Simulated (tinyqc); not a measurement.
Limits of the phonon part: Bloch-Grueneisen resistivity of a metal. Computed by tinyqc, a small Python program. Command: `OMP_NUM_THREADS=1 python tinyqc.py 3005023 3005024 out.jsonl bg walk`. One thread of a shared host (Intel(R) Xeon(R) Processor @ 2.30GHz), about 0.01 s of CPU time with the checks.

Electrons scatter from a Debye spectrum of phonons (n = 5 for scattering within one band, n = 3 for scattering into a second, heavy band) and from static defects.

Inputs (values chosen for the exercise, modelled on cobalt):

| quantity | value | unit |
|---|---|---|
| exponent n | 5 | - |
| Debye temperature Theta | 412 | K |
| transport coupling lambda_tr | 0.24 | - |
| Drude plasma energy hbar w_p | 6.5 | eV |
| residual resistivity rho_0 | 1.5 | microohm cm |
| coefficient A of T^2 | 14 | picoohm cm/K^2 |

Addition: T^2 term.

Constants: k_B = 1.380649e-23 J/K; hbar = 1.054571817e-34 J s; eps_0 = 8.8541878128e-12 F/m; hbar = 6.582119569e-16 eV s.

Method:
- J_n(y) = int_0^y x^n e^x/(e^x - 1)^2 dx, by 96 Gauss-Legendre points (upper limit at most 60).
- rho_ph = (n - 1) rho_1 (T/Theta)^n J_n(Theta/T), with rho_1 = 2 pi lambda_tr k_B Theta/(hbar eps_0 w_p^2), the high-temperature line at T = Theta.
- rho = rho_0 + A T^2 + rho_ph.
- Low T: (n - 1) n! zeta(n) rho_1 (T/Theta)^n. High T: rho_1 (T/Theta) [1 - (n - 1)/(12 (n + 1)) (Theta/T)^2].

Resistivities (microohm cm):

| T (K) | rho_ph | low-T law | straight line | line with correction | total rho |
|---|---|---|---|---|---|
| 12 | 9.8279e-05 | 9.8279e-05 | 0.274 | - | 1.502 |
| 21 | 1.6129e-03 | 1.6131e-03 | 0.480 | - | 1.508 |
| 33 | 1.5234e-02 | 1.5457e-02 | 0.755 | - | 1.530 |
| 49 | 9.4711e-02 | 1.1157e-01 | 1.120 | - | 1.628 |
| 82 | 5.9761e-01 | 1.4643e+00 | 1.875 | - | 2.192 |
| 140 | 2.0515e+00 | 2.1242e+01 | 3.201 | 1.661 | 3.826 |
| 210 | 3.9067e+00 | 1.6131e+02 | 4.801 | 3.775 | 6.024 |
| 330 | 6.9282e+00 | 1.5457e+03 | 7.545 | 6.892 | 9.953 |
| 490 | 1.0775e+01 | 1.1157e+04 | 11.203 | 10.763 | 15.636 |
| 820 | 1.8488e+01 | 1.4643e+05 | 18.749 | 18.486 | 29.402 |

The low-T law holds to 10 % up to 33 K, the straight line from 330 K on. The local exponent of rho_ph falls from 5.00 to 1.05. Phonons overtake the residual resistivity between 82.0 and 140 K. The T^2 term exceeds rho_ph up to 33 K among these rows.

Extremes, crossings and ranges named in words are read from the listed rows.
